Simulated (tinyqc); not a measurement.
## Barrier and mass from two temperatures

Question. The saturation current of a Schottky diode is J0 = A* T^2 exp(-q phi/(kB T)) with a fixed barrier and A* = 4 pi q me m0 kB^2/h^3 (times 1e-4 for A/(cm^2 K^2)). Find phi, A* and me.

Constants: q = 1.602176634e-19 C, kB = 1.380649e-23 J/K, h = 6.62607015e-34 J s, m0 = 9.1093837015e-31 kg. Results are converted to the units shown.

J0 at 280 and 400 K (A/cm^2): 5.6257840e-14  9.9936825e-8

Solution. The slope of ln(J0/T^2) against q/(kB T) is -phi and the intercept is ln A*.

phi = 1.100 eV
A* = 45.19 A/(cm^2 K^2)
me = 0.3760 m0

Computed by the program tinyqc: `OMP_NUM_THREADS=1 python tinyqc.py 2640125 2640126 out.jsonl`, one thread of a shared Intel Xeon 2.30GHz, about 0.01 s for the whole run.
